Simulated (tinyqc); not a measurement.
# From half time back to glide activation energy Q

Model: kinetics of strain relaxation and threading dislocations in mismatched semiconductor layers. Computed by tinyqc, a small Python program. Command: `OMP_NUM_THREADS=1 python tinyqc.py 3030055 3030056 out.jsonl threading inv`. One thread of a shared host (Intel(R) Xeon(R) Processor @ 2.30GHz), about 0.02 s of CPU time with the checks.

60-degree dislocations on {111} planes of a (001) layer, isotropic elasticity. The Schmid factor is 1/sqrt(6), and a misfit segment relieves strain with b/2.

Inputs (values chosen for the exercise, modelled on GaAs on Si):

| quantity | value | unit |
|---|---|---|
| misfit f | 0.0387 | - |
| shear modulus G | 49 | GPa |
| Poisson ratio nu | 0.31 | - |
| Burgers vector b | 4 | angstrom |
| velocity prefactor v0 | 7300 | m/s per MPa |
| layer thickness h | 16 | nm |
| anneal temperature T | 634 | K |
| anneal time t | 110 | s |
| initial thread density rho_0 | 1.5e+06 | 1/cm^2 |
| multiplication constant delta | 2100 | 1/m |

Sources: fixed density of threads.

Constants: k_B = 8.617333262e-05 eV/K.

Method:
- Excess resolved stress tau = (1/sqrt 6) [2 G (1 + nu)/(1 - nu)] (e - e_eq), e_eq = b (1 - nu/4) [ln(h/b) + 1]/(4 pi (1 + nu) h), the Matthews-Blakeslee strain of an uncapped layer; glide velocity v = v0 tau exp(-Q/(k_B T)), tau in MPa.
- Threads run in two directions, so de/dt = -(b/4) rho v, with rho fixed. With x = e - e_eq, x0 = f - e_eq (fully strained at t = 0) and v = m S x (m the mobility, S x = tau): x = x0 exp(-t/t_r), t_r = 4/(b rho_0 m S).
- The half time is that at which x = x0/2.

Task: A run gave the result below. Find the glide activation energy Q, known to lie between 1 and 2.6 eV.

half time = 32.8921 s

Result:

Each step takes the trial c = (a f_b - b f_a)/(f_b - f_a), f being the result less the target and a, b, c the logarithms of the listed values; c replaces end b, the old b replaces a if the sign of f changed, and otherwise f_a is halved.

Scan of the range:

| glide activation energy Q (eV) | half time (s) |
|---|---|
| 1.00 | 7.41337e-02 |
| 1.17 | 1.66485e+00 |
| 1.38 | 7.77504e+01 |
| 1.61 | 5.23617e+03 |
| 1.89 | 8.80609e+05 |
| 2.22 | 3.69838e+08 |
| 2.60 | 3.87881e+11 |

False position (Illinois rule, in the logarithm of the input) inside the bracket:

| step | end a | end b | trial | half time (s) |
|---|---|---|---|---|
| 1 | 1.17000 | 1.38000 | 1.25202 | 7.4705 |
| 2 | 1.38000 | 1.25202 | 1.29688 | 16.9812 |
| 3 | 1.38000 | 1.29688 | 1.33075 | 31.5643 |
| 4 | 1.38000 | 1.33075 | 1.33588 | 34.6716 |
| 5 | 1.33075 | 1.33588 | 1.33294 | 32.8550 |
| 6 | 1.33588 | 1.33294 | 1.33300 | 32.8911 |
| 7 | 1.33588 | 1.33300 | 1.33300 | 32.8931 |
| 8 | 1.33300 | 1.33300 | 1.33300 | 32.8921 |

Half time rises at every point of a 13-point scan of the range (every second point is shown), so one value fits; it is bracketed by 1.17 and 1.38. Answer: glide activation energy Q = 1.333 eV.

Caution: at stresses above about 1 GPa the linear velocity law understates glide, as stress lowers the kink barrier. Caution: at such misfit the layer islands and relaxes during the first nanometres, so a uniform strained start is an idealisation.
